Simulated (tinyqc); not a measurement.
Order-disorder in a binary alloy on two sublattices: Bragg-Williams and pair (quasi-chemical) approximations: one step, computed by the program tinyqc.

All z = 8 neighbours of a site lie on the other sublattice. B fills the sublattices with x + eta/2 and x - eta/2; energies are per site, from the pure components: u = -z w y with y the probability of an A-B bond taken in one order.

Problem. Energy, entropy and site fractions. a = x + eta/2, b = x - eta/2; u = -z w [x (1 - x) + eta^2/4]; s/k_B = [s2(a) + s2(b)]/2, s2(c) = -c ln c - (1 - c) ln(1 - c); gain on ordering = f(eta) - f(0), f = u - T s. Superlattice over fundamental intensity = [eta (f_B - f_A)/2]^2/[(1 - x) f_A + x f_B]^2.

Inputs (values chosen for the exercise, for a model alloy): ordering energy w = (e_AA + e_BB)/2 - e_AB = 59.9 meV; fraction x of B = 0.5; temperature T = 1500 K.

Lattice: bcc (B2 order, z = 8).

scattering factors f_A, f_B (electrons): 17  47

order parameter eta = 0.9406430

Constants: k_B = 8.617333262e-05 eV/K.

Give: B fraction on its own sublattice; B fraction on the A sublattice; energy u; entropy s; gain on ordering; intensity ratio.

Solution.

B fraction on its own sublattice = 0.9703

B fraction on the A sublattice = 0.02968

energy u = -225.8 meV/site

entropy s = 0.1336 k_B/site

gain on ordering = -33.68 meV/site

intensity ratio = 0.1944

The antisite fraction is 0.0297; the dilute estimate exp(-z w/(k_B T)) gives 0.0245.
